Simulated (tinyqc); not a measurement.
From results back to parameters: Koster-Slater impurity in an sp3s* host.

Problem. In the Koster-Slater model a defect shifts the s level of its site by Vs and the p levels by Vp; an A1 level solves 1/Vs = G_s(E) and a T2 level 1/Vp = G_p(E), E from the top of the valence band. A defect has an A1 level at E = 1.7850 eV, one of the energies of the table, and a T2 level at 0.5950 eV.

G(E) of the host (1/eV):
```
E (eV)         G_s         G_p
0.0000  -0.0030160   0.0901216
0.2975  -0.0081254   0.0439841
0.5950  -0.0133746   0.0166336
0.8925  -0.0189027  -0.0061072
1.1900  -0.0248471  -0.0279473
1.4875  -0.0313765  -0.0518663
1.7850  -0.0387352  -0.0828296
2.0825  -0.0473739  -0.1366105
2.3799  -0.0593023  -0.4488766
```

Find: Vs, Vp.

Solution. Read G_s and G_p at the two energies and invert them. Vs is attractive and pulls its level down from the conduction bands. Vp is repulsive and pushes its level up from the valence bands.

Vs, Vp (eV): -25.8  60.1

Program tinyqc; command `OMP_NUM_THREADS=1 python tinyqc.py 1452167 1452168 out.jsonl`; about 0.1 s on one thread of a shared Intel(R) Xeon(R) Processor @ 2.30GHz.
